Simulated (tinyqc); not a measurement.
Valley-orbit splitting of a donor ground state, with strain. Inputs raised by 2 %, one at a time. Computed by tinyqc, a small Python program. Command: `OMP_NUM_THREADS=1 python tinyqc.py 3008636 3008637 out.jsonl valleyorbit sens`. One thread of a shared host (Intel(R) Xeon(R) Processor @ 2.30GHz), about 0.01 s of CPU time with the checks.

The basis is the 1s envelope in each valley; energies are counted from the unstrained conduction-band edge. The strain is e_s (a a^T - 1/3) for the unit stress axis a, so valley j along n_j moves by Xi_u e_s w_j with w_j = (n_j.a)^2 - 1/3: +1/6 for x and y, -1/3 for z. The splitting at the zone boundary that a [110] shear adds for <100> valleys is left out.

Inputs (values chosen for the exercise, for a model many-valley semiconductor):
```
quantity                                    value   unit
single-valley binding energy E_0             39.1    meV
central-cell shift Lambda                    2.19    meV
coupling Delta_1                             3.55    meV
coupling Delta_2                             2.69    meV
shear deformation potential Xi_u             8.67     eV
shear strain e_s                          0.00012      -
temperature T                                  10      K
donor density N_D                         1.1e+17  cm^-3
density-of-states mass of one valley m_e     0.32    m_0
```

Valleys: six along <100>. Stress axis: [110].

Constants: k_B = 8.617333262e-05 eV/K; m_0 = 9.1093837015e-31 kg; k_B = 1.380649e-23 J/K; h = 6.62607015e-34 J s.

Method:
- H_jj = -(E_0 + Lambda) + Xi_u e_s w_j; H_jk = -Delta_2 between opposite valleys and -Delta_1 between perpendicular ones.
- Diagonalise H; the ground vector has positive components. The density at the nucleus, and so the contact hyperfine coupling, scales as (sum_j c_j)^2/(number of valleys), which is 1 without strain; the envelopes are held fixed.
- The binding energy is counted from the lowest valley edge, min_j Xi_u e_s w_j; the gap is from the ground state to the next level.
- z = sum over levels of exp(-(E - E_ground)/k_B T), the ground-state share being 1/z; N_c = 2 (2 pi m_e k_B T/h^2)^(3/2) sum_j exp(-(shift_j - lowest shift)/k_B T); n1 = N_c/(2 z) exp(-binding/k_B T), binding = lowest shift - E_ground; without compensation n = 2 N_D/(1 + sqrt(1 + 4 N_D/n1)) (Boltzmann statistics; p and higher states left out).

Runs; columns: (1) input moved; (2) from; (3) to; (4) binding energy under strain (meV); (5) gap to the first excited state (meV); (6) free electrons n (cm^-3); (7) share of neutral donors in the ground state:
```
(1)                                         (2)        (3)     (4)     (5)     (6)      (7)
base run                                      -          -  57.836  19.236  212.77  1.00000
single-valley binding energy E_0 (meV)     39.1     39.882  58.618  19.236  135.16  1.00000
central-cell shift Lambda (meV)            2.19     2.2338  57.880  19.236  207.43  1.00000
coupling Delta_1 (meV)                     3.55      3.621  58.120  19.520  180.45  1.00000
shear deformation potential Xi_u (eV)      8.67     8.8434  57.829  19.229  212.94  1.00000
shear strain e_s                        0.00012  0.0001224  57.829  19.229  212.94  1.00000
temperature T (K)                            10       10.2  57.836  19.236  418.28  1.00000
donor density N_D (cm^-3)               1.1e+17  1.122e+17  57.836  19.236  214.89  1.00000
```

Exponents ln(y'/y) / ln(x'/x); columns: (1) input; (2) binding energy under strain; (3) gap to the first excited state; (4) free electrons n; (5) share of neutral donors in the ground state:
```
(1)                                  (2)     (3)      (4)  (5)
single-valley binding energy E_0   0.678   0.000  -22.913    0
central-cell shift Lambda          0.038   0.000   -1.283    0
coupling Delta_1                   0.247   0.740   -8.320    0
shear deformation potential Xi_u  -0.006  -0.018    0.041    0
shear strain e_s                  -0.006  -0.018    0.041    0
temperature T                      0.000   0.000   34.134    0
donor density N_D                  0.000   0.000    0.500    0
```

Which inputs matter most for each result?

Among the inputs moved here: binding energy under strain answers most in size to single-valley binding energy E_0 (exponent +0.678), next to coupling Delta_1 (+0.247); its exponent is below 0.0005 for temperature T, donor density N_D. gap to the first excited state answers most in size to coupling Delta_1 (exponent +0.740), next to shear deformation potential Xi_u (-0.018); its exponent is below 0.0005 for single-valley binding energy E_0, central-cell shift Lambda, temperature T, donor density N_D. free electrons n answers most in size to temperature T (exponent +34.134), next to single-valley binding energy E_0 (-22.913). Its exponent +0.500 in donor density N_D: freeze-out, n = sqrt(n1 N_D). share of neutral donors in the ground state hardly depends on these (all exponents below 0.005).
